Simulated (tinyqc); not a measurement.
Inside a calculation. Method: plane-wave Kohn-Sham cycle with exchange-only LDA in a layered model solid. One step of it, computed by the program tinyqc.

Problem. Iteration 2: Hamiltonian at one k. H(m,m') = (k + G_m)^2/2 delta + V(G_m - G_m'), with V(-G) = V(G).

A solid whose potential varies along x alone (atomic units):
```
parameter                      value
period a                    6.900000
cross-section of the cell   9.000000
electrons per cell                 4
grid points                       16
plane waves -n..n, n               2
k points                           4
V1 in V1 cos(2 pi x/a)     -0.630000
```

V(G_m), m = 0, 1, 2, ... (hartree): -0.393329  -0.213077  -0.001965  0.000144  0.000015

k = 0.125000 2 pi / a

Give: H.

Solution.

H (hartree), lower triangle:
```
         -2       -1       +0       +1      +2
-2   1.0643
-1  -0.2131  -0.0759
+0  -0.0020  -0.2131  -0.3869
+1   0.0001  -0.0020  -0.2131   0.1314
+2   0.0000   0.0001  -0.0020  -0.2131  1.4789
```
